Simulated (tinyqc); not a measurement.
Low-temperature mobility of a two-dimensional electron gas with static screening: one step, computed by the program tinyqc.

One subband is filled, the gas is degenerate and scatters at the Fermi circle; one permittivity serves on both sides of the interface. All formulas are in SI units, masses times m_0. Piezoelectric and polar phonons are left out, and n_s is taken as set by a gate, independent of N_i.

Problem. The integrands at a few angles. Form factors with u = q/b: screening G(q) = [1 + 9u/8 + 3u^2/8]/(1 + u)^3, remote charge P(q) = exp(-q d)/(1 + u)^3. Dielectric function eps(q) = 1 + q_TF G(q)/q, with q = 2 k_F sin(theta/2). Roughness: <|U|^2> = (e F)^2 S(q), S = pi Delta^2 Lambda^2/(1 + q^2 Lambda^2/2)^(3/2). Remote charges: <|U|^2> = N_i [e^2 P(q)/(2 eps eps_0 q)]^2. The last two columns are (m/(pi hbar^3)) <|U|^2>/eps(q)^2.

Inputs (values chosen for the exercise, modelled on an InAs channel):
```
quantity,value,unit
in-plane mass m,0.0295,m_0
mass across the layer m_z,0.0309,m_0
permittivity eps,14.8,-
roughness height Delta,0.24,nm
correlation length Lambda,1.3,nm
remote charge density N_i,2.3e+11,1/cm^2
distance d of the charges from the interface,45,nm
```

Wave function: Fang-Howard. Roughness spectrum: exponential.

k_F = 0.2628974 1/nm

b = 0.2898106 1/nm

q_TF = 0.07533368 1/nm

effective field F = 0.07103560 MV/cm

Constants: m_0 = 9.1093837015e-31 kg; hbar = 1.054571817e-34 J s; e = 1.602176634e-19 C; eps_0 = 8.8541878128e-12 F/m.

Give: Integrands (1e9/(s rad)).

Solution.

Integrands (1e9/(s rad)):
```
theta (degrees),q (1/nm),G,eps(q),roughness,remote charges
5,0.0229,0.8685,3.853,0.195,1.657e+03
15,0.0686,0.6805,1.747,0.941,6.497e+00
30,0.1361,0.5076,1.281,1.720,2.521e-03
60,0.2629,0.3358,1.096,2.208,2.134e-09
90,0.3718,0.2572,1.052,2.211,2.182e-14
135,0.4858,0.2055,1.032,2.066,1.796e-19
180,0.5258,0.1918,1.027,1.997,3.117e-21
```

Caution: E_F exceeds 1.1 (hbar^2 e^2 F^2/2 m_z)^(1/3), of the order of the first subband spacing (1.75 times that in a triangular well, less with self-consistent band bending), so a second subband may fill.
